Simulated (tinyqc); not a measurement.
Inside a calculation. Model: Holstein polaron on two sites. Computed by tinyqc, a small Python program that keeps every step. Command: `OMP_NUM_THREADS=1 python tinyqc.py 3030285 3030286 out.jsonl holstein walk`. One thread of a shared host (Intel(R) Xeon(R) Processor @ 2.30GHz), about 0.01 s of CPU time with the checks. Intermediate numbers are printed to about 5 digits and carried at full precision; extremes and crossings named in words are read from the listed rows.

One electron on sites 1 and 2: H = -t (c1+ c2 + c2+ c1) + hbar omega sum_i b_i+ b_i - g hbar omega sum_i n_i (b_i + b_i+). The symmetric phonon shifts the energy by -g^2 hbar omega/2 and drops out; with b = (b_1 - b_2)/sqrt(2) there remains H = -t sigma_x + hbar omega b+ b - (g hbar omega/sqrt(2)) sigma_z (b + b+). Parity splits it into blocks p = +1 and -1 over phonon numbers n. Zero-point energies are left out. Weights Z refer to mode b alone; the displaced symmetric mode multiplies the full zero-phonon weight by exp(-g^2/2).

Inputs (values chosen for the exercise, for a model dimer): hopping t = 27 meV; phonon energy hbar omega = 59.8 meV; coupling g = 1.22; phonon levels kept N = 6.

## Energy scales

Polaron binding energy E_p = g^2 hbar omega; ratio E_p/t (the adiabatic potential has two wells when it exceeds 1); adiabaticity hbar omega/t.

E_p = 89.00632 meV

E_p/t = 3.2965

hbar omega/t = 2.2148

## The even block in a small basis

Block p: H_nn = n hbar omega - p t (-1)^n - g^2 hbar omega/2, H_(n,n+1) = -(g hbar omega/sqrt(2)) sqrt(n + 1). Take p = +1 and n = 0..N-1.

H, even block (meV):
$$\begin{pmatrix}
-71.50 & -51.59 & 0.00 & 0.00 & 0.00 & 0.00 \\
-51.59 & 42.30 & -72.96 & 0.00 & 0.00 & 0.00 \\
0.00 & -72.96 & 48.10 & -89.35 & 0.00 & 0.00 \\
0.00 & 0.00 & -89.35 & 161.90 & -103.18 & 0.00 \\
0.00 & 0.00 & 0.00 & -103.18 & 167.70 & -115.35 \\
0.00 & 0.00 & 0.00 & 0.00 & -115.35 & 281.50
\end{pmatrix}$$

## Levels in the small basis

Diagonalise H; the eigenvector has its largest component positive; Z is the weight of n = 0.

levels (meV): [-99.79, -40.75, 42.82, 116.67, 238.84, 372.18]

lowest eigenvector: [0.82825, 0.45410, 0.29871, 0.12362, 0.05484, 0.01659]

Z in the small basis = 0.68600

## Converged results

Use 60 levels in both blocks; Z = c_0^2 is the weight of n = 0 in the ground state c; the splitting is the lowest odd level less the lowest even one, which without coupling is the smaller of 2t and hbar omega; <sigma_x> = sum (-1)^n c_n^2 measures the kinetic energy.

ground-state energy = -99.802 meV

weight Z of n = 0 in mode b = 0.68527

mean phonon number in b = 0.44641

splitting = 11.881 meV

splitting/(2t) = 0.22001

<sigma_x> = 0.55592

The small basis misses the ground-state energy by 0.0148 meV.

## Approximations to the ground state

Second order: E = -t - E_p/2 - (E_p/2) hbar omega/(hbar omega + 2t). Lang-Firsov: E = -E_p - t exp(-g^2). Variable displacement: E(x) = -E_p/2 - t exp(-g^2 x^2) - (E_p/2)(2x - x^2), minimised over 0 <= x <= 1. Adiabatic, classical lattice: E = -E_p/2 - t for E_p < t, else -E_p - t^2/(2 E_p); it leaves out the change of zero-point energy.

Ground-state energy (meV):
```
method                       E  E - exact
second order in g      -94.889     4.9130
Lang-Firsov            -95.101     4.7007
variable displacement  -98.023     1.7790
adiabatic, classical   -93.102     6.7002
```

best displacement x = 0.694

Closest here is variable displacement (+1.78 meV), furthest adiabatic, classical (+6.70 meV), at hbar omega/t = 2.21 and E_p/t = 3.30. Lang-Firsov and variable displacement are variational and lie above the exact value. The Lang-Firsov narrowing exp(-g^2) = 0.226 compares with the exact splitting ratio 0.22.

Checks made by the program: 60 against 80 levels (relative difference below 1e-10); Hellmann-Feynman: dE/dt = -<sigma_x> (relative difference below 1e-10).
